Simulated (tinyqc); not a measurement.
Inside a calculation. Method: coupled-perturbed Hartree-Fock on RHF in the sto-3g basis, for H3+, spin multiplicity 1. One step of it, computed by the program tinyqc.

Problem. Response to a field: uncoupled start. Field along z; U_ai = -mu_ai / (e_a - e_i), alpha = -4 sum U_ai mu_ai.

orbital energies (hartree): MO1 -1.152173, MO2 -0.311297, MO3 0.600851

dipole integrals <a|z|i> (bohr):
```
          i1
a2  1.132461
a3  0.000000
```

Give: uncoupled U; uncoupled polarisability.

Solution.

uncoupled U:
```
        i1
a2  -1.347
a3   0.000
```

uncoupled polarisability = 6.101 bohr^3
